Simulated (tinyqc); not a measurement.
X-ray photoelectron analysis of a thin oxide on a semiconductor: attenuation lengths, thickness, angle series and band offsets. From ratio R back to oxide density. Computed by tinyqc, a small Python program. Command: `OMP_NUM_THREADS=1 python tinyqc.py 3111185 3111186 out.jsonl xps inv`. One thread of a shared host (Intel(R) Xeon(R) Processor @ 2.30GHz), about 0.01 s of CPU time with the checks.

The same element is seen in the oxide and in the substrate, at nearly the same kinetic energy; films are flat and uniform, and the work function is ignored.

Inputs (values chosen for the exercise, modelled on SiO2 on 4H-SiC):
```
quantity                                           value     unit
photon energy                                     1486.6       eV
binding energy of the core level                   100.5       eV
oxide formula mass                                 60.08    g/mol
valence electrons per oxide formula                   16        -
oxide gap                                           8.75       eV
substrate density                                   3.21   g/cm^3
substrate formula mass                              40.1    g/mol
valence electrons per substrate formula                8        -
substrate gap                                       3.26       eV
oxide thickness d                                   0.54       nm
emission angle from the normal                        45  degrees
attenuation length over inelastic mean free path    0.93        -
carbon overlayer                                    0.29       nm
```

Method:
- TPP-2M: lambda = E/(E_p^2 [b ln(c E) - C/E + D/E^2]) in angstrom, E_p = 28.8 sqrt(N_v rho/M), b = -0.10 + 0.944/sqrt(E_p^2 + E_g^2) + 0.069 rho^0.1, c = 0.191/sqrt(rho), U = N_v rho/M, C = 1.97 - 0.91 U, D = 53.4 - 20.8 U, with E = photon energy less binding energy in eV.
- Attenuation length L = factor x lambda.
- R_0 = (rho_o/M_o) L_o/((rho_s/M_s) L_s); peak ratio R = I_ox/I_sub = R_0 [exp(d/(L_o cos theta)) - 1]; hence d = L_o cos theta ln(1 + R/R_0). A carbon layer weakens both peaks alike, by exp(-d_C/(L_o cos theta)) if its L is taken equal to L_o. This R_0 leaves out intrinsic losses from the substrate peak, so calibrated values can be larger.

Problem. A run gave the result below. Find the oxide density, known to lie between 1.8 and 2.9 g/cm^3.

ratio R = 0.1349979

Solution.

Each step takes the trial c = (a f_b - b f_a)/(f_b - f_a), f being the result less the target and a, b, c the logarithms of the listed values; c replaces end b, the old b replaces a if the sign of f changed, and otherwise f_a is halved.

Scan of the range:
```
oxide density (g/cm^3)   ratio R
1.80                    0.116746
1.95                    0.126731
2.11                    0.137400
2.28                    0.148757
2.47                    0.161476
2.68                    0.175567
2.90                    0.190370
```

False position (Illinois rule, in the logarithm of the input) inside the bracket:
```
step    end a    end b    trial   ratio R
1     1.95000  2.11000  2.07287  0.134922
2     2.11000  2.07287  2.07399  0.134997
3     2.11000  2.07399  2.07401  0.134999
4     2.07399  2.07401  2.07400  0.134998
```

Ratio R rises at every point of a 13-point scan of the range (every second point is shown), so one value fits; it is bracketed by 1.95 and 2.11. Answer: oxide density = 2.074 g/cm^3.
